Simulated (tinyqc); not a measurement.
Space-charge-limited current through a thin insulating or semi-insulating film with traps. Changing the temperature T. Computed by tinyqc, a small Python program. Command: `OMP_NUM_THREADS=1 python tinyqc.py 3016072 3016073 out.jsonl sclc sweep`. One thread of a shared host (Intel(R) Xeon(R) Processor @ 2.30GHz), about 0.01 s of CPU time with the checks.

One ohmic injecting contact at x = 0 (field zero), drift only, non-degenerate free carriers.

Inputs (values chosen for the exercise, modelled on an amorphous oxide semiconductor):
```
quantity                                            value        unit
permittivity eps                                       10           -
band mobility mu                                       11  cm^2/(V s)
effective density of states N_c                   4.7e+18      1/cm^3
trap density N_t                                  5.3e+17      1/cm^3
equilibrium Fermi level below the band edge, E_0     0.62          eV
thickness d                                           100          nm
free density at the anode, in units of N_c        0.00052           -
characteristic temperature T_c                        500           K
```

Traps: exponential tail.

Constants: k_B = 8.617333262e-05 eV/K; e = 1.602176634e-19 C; eps_0 = 8.8541878128e-12 F/m.

Method:
- Free density n_0 = N_c exp(-E_0/k_B T) in equilibrium; trapped density n_t(n) = N_t (n/N_c)^(T/T_c) (the low-temperature form).
- theta = n/(n + n_t) at the anode density; trap-filled-limit voltage V_TFL = e (N_t - n_t(n_0)) d^2/(2 eps eps_0).
- J = e mu n F and (eps eps_0/e) dF/dx = n - n_0 + n_t(n) - n_t(n_0) = rho(n). With F = J/(e mu n): d = (eps eps_0 J/(e^2 mu)) I_1 and V = (eps eps_0 J^2/(e^3 mu^2)) I_2, I_k = int_(n_L)^infinity dn/(n^(k+1) rho(n)), n_L the density at the anode; with u = n_L/n, 200 Gauss-Legendre points in t, u = 1 - (1 - t)^2.
- Anode field J/(e mu n_L); Mott-Gurney current (9/8) eps eps_0 mu V^2/d^3; ohmic current e n_0 mu V/d.

One run for each value:
```
temperature T (K)   theta  voltage V (V)  current density J (A/cm^2)  n_0 (1/cm^3)
200                0.0867         0.4519                       324.7     1.119e+03
236                0.1406         0.3036                       213.0     2.704e+05
271                0.2174         0.2124                       145.9     1.387e+07
307                0.3238         0.1535                       103.4     3.119e+08
343                0.4522         0.1169                        77.6     3.650e+09
379                0.5872         0.0943                        61.9     2.677e+10
414                0.7072         0.0808                        52.6     1.332e+11
450                0.8063         0.0722                        46.8     5.351e+11
```

Over the rows, theta rises from 0.0867 to 0.806 (exponent d ln y / d ln x 2.9 between the first rows and 1.6 between the last); voltage V (V) falls from 0.452 to 0.0722 (exponent d ln y / d ln x -2.4 between the first rows and -1.3 between the last); current density J (A/cm^2) falls from 325 to 46.8 (exponent d ln y / d ln x -2.5 between the first rows and -1.4 between the last). The anode density is held fixed; heating frees trapped charge, so less voltage is needed for it.

Caution (rows 271, 307, 343, 379, 414, 450): V is below 10 k_B T/e, where diffusion from the contact, left out here, dominates.
